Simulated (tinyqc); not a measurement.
G0W0 on RHF in the sto-6g basis, for H2, spin multiplicity 1, step by step. One step of it, computed by the program tinyqc.

Question. Screening: direct RPA. With D = e_a - e_i and K = (ia|jb): diagonalise D^(1/2) (D + 4K) D^(1/2) = Z w^2 Z^T; X + Y = D^(1/2) Z w^(-1/2), each column of Z with its largest component positive (the first on a tie); E_c = (sum w - tr (D + 2K)) / 2.

orbital energies (hartree): MO1 -0.577936, MO2 0.655642

Two-electron integrals over orbitals (pq|rs), unique and non-zero (hartree):
```
(11|11) 0.672404   (21|21) 0.182173   (22|11) 0.662296   (22|22) 0.696975
```

Give: D^(1/2) (D + 4K) D^(1/2); excitation energies w; X + Y; RPA correlation energy.

Answer.

D^(1/2) (D + 4K) D^(1/2) (hartree^2):
```
        1>2
1>2  2.4206
```

excitation energies w (hartree): 1.5558

X + Y:
```
          1
1>2  0.8904
```

RPA correlation energy = -0.021046 hartree
